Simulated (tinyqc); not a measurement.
Inside a calculation. Model: input admittance of a MOSFET at zero drain bias: distributed channel and distributed gate.

Computed by the program tinyqc: `OMP_NUM_THREADS=1 python tinyqc.py 2262233 2262234 out.jsonl`, one thread of a shared Intel Xeon 2.30GHz, about 0.01 s for the whole run. Printed values are rounded.

Source and drain grounded, strong inversion, w = 2 pi f, Cox = eps0 eox/tox. The channel is an RC line of resistance 1/(mu Cox Vo) per square fed from both ends, so one finger has the intrinsic admittance y = i w Cox L tanh(g)/g per width, g = (1/2) sqrt(i w tau), tau = L^2/(mu Vo). The vertical resistance rv/L is in series with y, the overlaps 2 i w Cov in parallel: y_t = 1/(1/y + rv/L) + 2 i w Cov. The gate strip is a line of Rsh/L per length loaded by y_t, so a finger has Y = y_t Wf tanh(k)/k, k = (Wf/sd) sqrt(y_t Rsh/L); the device has Nf Y.

Parameters, values chosen for the exercise; values of the order met in silicon radio-frequency transistors:
```
symbol,value,unit,meaning
eox,3.9,,relative permittivity of the gate insulator (close to silicon dioxide)
tox,3.2,nm,insulator thickness
L,0.42,um,channel length
Wf,3.1,um,finger width
Nf,8,,number of fingers
mu,170,cm^2/(V s),channel mobility
Vo,0.64,V,gate overdrive
Rsh,3.5,ohm/square,sheet resistance of the gate
rv,3.8,ohm um^2,vertical resistivity of the gate stack
sd,2,,number of ends at which a finger is contacted
Cov,0.32,fF/um,overlap and fringe capacitance on each side
f,27,GHz,frequency
```

Constants: eps0 = 8.8541878128e-14 F/cm where lengths are in cm. Results are converted to the units shown.

## Low-frequency resistances and capacitance

Low-frequency limits, with c = Cox L and ct = c + 2 Cov: R_strip = Rsh Wf/(3 sd^2 L Nf), R_ch = (c/ct)^2 L/(12 mu Cox Vo Wf Nf), R_vert = (c/ct)^2 rv/(L Wf Nf), C = ct Wf Nf.

parts (ohm): strip 0.2690972, channel 9.229805, vertical 0.2801245
sum = 9.779026 ohm
C = 128.2715 fF
1/(2 pi R C) = 126.8804 GHz

The channel term is the largest, 94.4 % of the sum.

## Admittance of the channel and stack per width

tau, g, c = Cox L, y and y_t as defined.

tau = 16.21324 ps
g = 0.5863564+0.5863564i
c = 4.532237 fF/um
y = 163.7143+723.8911i uS/um
y_t = 168.1920+830.2940i uS/um

w tau = 2.75, and Im y is 0.941 of w c.

## Input impedance of the device

k and Y as defined; Z = 1/(Nf Y) = R + 1/(i w C); Q = |Im Z|/R; signal at the point farthest from a contact |1/cosh k|.

k = 0.1008170+0.0824423i
Nf Y = 4.28012+20.54440i mS
R = 9.718887 ohm
C = 126.3578 fF
Q = 4.799960
signal at the far point = 0.9982958

R is 0.61 % below its low-frequency limit and C is 1.5 % below its own.
